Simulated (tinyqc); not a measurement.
# Undoped symmetric double-gate MOSFET, analytic potential model: what changes with what

An undoped body of thickness ts between two equal insulators and tied gates; long channel, electrons only, n = ni exp((psi - V)/Vt) with V the quasi-Fermi potential (0 at the source, Vd at the drain), constant mobility, no quantisation. Across the body psi(x) = V - 2 Vt ln[(ts/(2 beta)) sqrt(q ni/(2 eps0 eps_r Vt)) cos(2 beta x/ts)], x from the centre. Q is the electron charge per area of the whole body.

Inputs (values chosen for the exercise); material values close to those of gallium arsenide: temperature T = 300 K; band gap Eg = 1.44 eV; relative permittivity of the semiconductor eps_r = 12.9; conduction-band density of states at T Nc = 4.35e17 cm^-3; valence-band density of states at T Nv = 9e18 cm^-3; relative permittivity of the gate insulator eox = 24.4; insulator thickness tox = 3.5 nm; body thickness ts = 6 nm; gate work function less that of the intrinsic body dphi = -0.07 V; channel mobility mu = 170 cm^2/(V s); gate length L = 2 um; drain voltage Vd = 0.1 V.

Constants: q = 1.602176634e-19 C, kB = 1.380649e-23 J/K, Vt = kB T/q, eps0 = 8.8541878128e-14 F/cm where lengths are in cm. Results are converted to the units shown.

Each table varies one quantity; the others keep the values above.

## Effect of the body thickness

ni = sqrt(Nc Nv) exp(-Eg/(2 Vt)), Eg in volts; r = eps_r tox/(eox ts); V0 = dphi + 2 Vt ln[(2/ts) sqrt(2 eps0 eps_r Vt/(q ni))]. beta (between 0 and pi/2) solves (Vg - V0 - V)/(2 Vt) = ln(beta) - ln(cos beta) + 2 r beta tan(beta). Q = 8 eps0 eps_r Vt beta tan(beta)/ts; I = mu (1/L)(4 eps0 eps_r/ts)(2 Vt)^2 [g(beta_s) - g(beta_d)] per width, g = beta tan(beta) - beta^2/2 + r beta^2 tan^2(beta), with beta_s at V = 0 and beta_d at V = Vd.  I(low) is taken at Vg = 0.42 V, Qs and I(high) at Vg = 1.17 V.

Effect of the body thickness:
```
ts (nm)  V0 (V)  I(low) (nA/um)  Qs(high) (nC/cm^2)  I(high) (uA/um)
2        0.7256         0.01866                4588            34.39
2.8      0.7082         0.02613                4600            34.51
3.9      0.6911         0.03639                4607            34.58
5.5      0.6733         0.05132                4611            34.62
7.7      0.6559         0.07185                4613            34.65
11       0.6375          0.1026                4615            34.66
15       0.6214          0.1400                4615            34.67
```

What does the comparison show?

As ts goes from 2 to 15 nm, I(low) rises from 0.0187 to 0.140 nA/um and I(high) rises from 34.4 to 34.7 uA/um. On average I(low) goes as ts^(1.00) and I(high) goes as ts^(0.00). Below threshold the charge is proportional to the cross-section of the body; above it the insulator sets the charge. In every row the surface density at the source at the higher gate voltage passes 0.3 Nc, where Boltzmann statistics fail. For ts = 2 to 5.5 nm the body is thin enough for quantum confinement, left out here, to raise the threshold.

## Effect of the gate work function less that of the intrinsic body

Same model as above.

Results:
```
dphi (V)  V0 (V)  I(low) (nA/um)  Qs(high) (nC/cm^2)  I(high) (uA/um)
-0.22     0.5188           18.16                6270            48.55
-0.17     0.5688           2.671                5711            43.86
-0.12     0.6188          0.3872                5158            39.21
-0.02     0.7188        0.008094                4073            30.13
0.03      0.7688        0.001170                3543            25.72
0.08      0.8188        1.691e-4                3024            21.44
```

Estimate the missing row, dphi = -0.07 V.

Computed row:
```
dphi (V)  V0 (V)  I(low) (nA/um)  Qs(high) (nC/cm^2)  I(high) (uA/um)
-0.07     0.6688         0.05599                4612            34.63
```

With this row back in the table: As dphi goes from -0.22 to 0.08 V, I(low) falls from 18.2 to 1.69e-4 nA/um and I(high) falls from 48.6 to 21.4 uA/um. V0 rises from 0.519 to 0.819 V. In every row the surface density at the source at the higher gate voltage passes 0.3 Nc, where Boltzmann statistics fail. In every row the body is thin enough for quantum confinement, left out here, to raise the threshold.

## Effect of the insulator thickness

Same model as above.

The same in every row: V0 (V) = 0.6688.

Effect of the insulator thickness:
```
tox (nm)  I(low) (nA/um)  Qs(high) (nC/cm^2)  I(high) (uA/um)
1.2              0.05599             1.173e4            86.63
1.7              0.05599                8672            64.44
2.4              0.05599                6421            47.96
3.5              0.05599                4612            34.63
5                0.05599                3366            25.39
7.3              0.05599                2405            18.22
10               0.05599                1816            13.80
```

What does the comparison show?

As tox goes from 1.2 to 10 nm, I(low) stays near 0.0560 nA/um and I(high) falls from 86.6 to 13.8 uA/um. On average I(low) is independent of tox and I(high) goes as tox^(-0.87). Below threshold no voltage drops over the insulator in this long-channel model, so its thickness does not matter there. In every row the surface density at the source at the higher gate voltage passes 0.3 Nc, where Boltzmann statistics fail. In every row the body is thin enough for quantum confinement, left out here, to raise the threshold.

Numbers from tinyqc (`OMP_NUM_THREADS=1 python tinyqc.py 2440067 2440068 out.jsonl`; about 0.01 s on one thread of a shared Intel Xeon 2.30GHz).
